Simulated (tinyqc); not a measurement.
# Implanted layer, carriers, mobility and sheet resistance: what changes with what

A p-type layer from the surface x = 0 to the junction xj, N(x) = N0 exp(-(x - Rp)^2/(2 sg^2)). Local neutrality (no depletion at surface or junction, no spilling of carriers), intrinsic carriers neglected, full ionisation of active dopants.

Parameters, values chosen for the exercise; values close to those of boron in silicon over an n-type background: temperature T = 300 K; background doping of the opposite type Nb = 1.7e17 cm^-3; peak chemical concentration N0 = 1.6e19 cm^-3; mobility limit at high doping m1 = 44.9 cm^2/(V s); mobility limit at low doping, at 300 K m2 = 484 cm^2/(V s); reference doping of the mobility law Nr = 2.28e17 cm^-3; exponent of the mobility law am = 0.736; temperature exponent of m2 bt = 2.4; solubility limit of active dopant Ns = 1.92e20 cm^-3; straggle after annealing sg = 9.4 nm; projected range Rp = 8.1 nm.

Constants: q = 1.602176634e-19 C. Results are converted to the units shown.

Each table varies one quantity; the others keep the values above.

## Effect of the peak chemical concentration

xj = Rp + sg sqrt(2 ln(N0/Nb)). Active dopant A = min(N, Ns); p = A - Nb; mobility mu = m1 + (m2 (T/300 K)^(-bt) - m1)/(1 + ((A + Nb)/Nr)^am). Dose = integral of N, carrier sheet density = integral of p, 1/Rs = q integral of p mu, mean mobility 1/(q Rs sheet density), Hall mobility (unit Hall factor) = integral of p mu^2 over integral of p mu, Hall sheet density = (integral of p mu)^2/integral of p mu^2; all from 0 to xj. Integrals on 4000 steps.

Result of one run:
columns A: N0 (cm^-3); B: xj (nm); C: dose (cm^-2); D: carriers (cm^-2); E: Rs (ohm/square); F: mean mobility (cm^2/(V s)); G: Rs xj (ohm nm); H: Hall/true sheet density
```
A           B         C         D     E      F        G       H
1.7e19  36.63  3.222e13  3.160e13  2886  68.45  1.057e5  0.9643
```

What becomes of these results when the peak chemical concentration N0 is changed from 1.7e19 to 7.9e18 cm^-3, all else the same?

Result of the changed run:
columns A: N0 (cm^-3); B: xj (nm); C: dose (cm^-2); D: carriers (cm^-2); E: Rs (ohm/square); F: mean mobility (cm^2/(V s)); G: Rs xj (ohm nm); H: Hall/true sheet density
```
A           B         C         D     E      F        G       H
7.9e18  34.15  1.494e13  1.436e13  5240  82.93  1.789e5  0.9645
```

The whole series:
columns A: N0 (cm^-3); B: xj (nm); C: dose (cm^-2); D: carriers (cm^-2); E: Rs (ohm/square); F: mean mobility (cm^2/(V s)); G: Rs xj (ohm nm); H: Hall/true sheet density
```
A           B         C         D        E      F        G       H
1.7e18  28.27  3.163e12  2.682e12  1.747e4  133.2  4.940e5  0.9851
3.7e18  31.43  6.966e12  6.432e12     9335  104.0  2.934e5  0.9728
7.9e18  34.15  1.494e13  1.436e13     5240  82.93  1.789e5  0.9645
1.7e19  36.63  3.222e13  3.160e13     2886  68.45  1.057e5  0.9643
3.7e19  38.94  7.019e13  6.952e13     1521  59.03  5.923e4  0.9713
8e19    41.08  1.518e14  1.511e14    775.4  53.27  3.185e4  0.9806
1.7e20  43.04  3.226e14  3.219e14    388.9  49.86  1.674e4  0.9884
3.7e20  44.95  7.023e14  4.713e14    271.2  48.84  1.219e4  0.9920
8e20    46.76  1.518e15  5.455e14    235.3  48.62  1.100e4  0.9935
```

As N0 goes from 1.7e18 to 8e20, xj rises from 28.3 to 46.8 nm, Rs falls from 17500 to 235 ohm/square, the mean mobility falls from 133 to 48.6 cm^2/(V s) and the share of the dose that conducts goes from 84.8 through a maximum of 99.8 (at N0 = 1.7e20 among the rows listed) to 35.9 %. Rs goes as dose^(-0.79) at the low end and dose^(-0.18) at the high end; constant mobility and activation would give -1. Above N0 = Ns = 1.92e20 cm^-3 added dopant only widens the clipped top. For N0 = 1.7e18, 3.7e18 depletion at the junction, left out, would remove a tenth of the carriers or more.

## Effect of the projected range

Same model as above.

Integrals on 4000 steps.

Effect of the projected range:
columns A: Rp (nm); B: xj (nm); C: dose (cm^-2); D: carriers (cm^-2); E: Rs (ohm/square); F: mean mobility (cm^2/(V s)); G: Rs xj (ohm nm); H: Hall/true sheet density
```
A        B         C         D     E      F        G       H
2    30.34  2.198e13  2.146e13  4098  70.97  1.243e5  0.9547
2.6  30.94  2.291e13  2.238e13  3946  70.67  1.221e5  0.9557
3.4  31.74  2.413e13  2.359e13  3763  70.32  1.194e5  0.9571
4.5  32.84  2.574e13  2.518e13  3544  69.94  1.164e5  0.9589
5.8  34.14  2.752e13  2.694e13  3327  69.63  1.136e5  0.9609
7.6  35.94  2.976e13  2.915e13  3085  69.41  1.109e5  0.9634
9.9  38.24  3.214e13  3.149e13  2855  69.42  1.092e5  0.9660
13   41.34  3.451e13  3.381e13  2644  69.82  1.093e5  0.9681
```

What does the comparison show?

As Rp goes from 2 to 13, xj rises from 30.3 to 41.3 nm, Rs falls from 4100 to 2640 ohm/square, the mean mobility goes from 71.0 through a minimum of 69.4 (at Rp = 7.6 among the rows listed) to 69.8 cm^2/(V s) and the share of the dose that conducts stays near 97.8 %.

Numbers from tinyqc (`OMP_NUM_THREADS=1 python tinyqc.py 2110160 2110161 out.jsonl`; about 0.01 s on one thread of a shared Intel Xeon 2.30GHz).
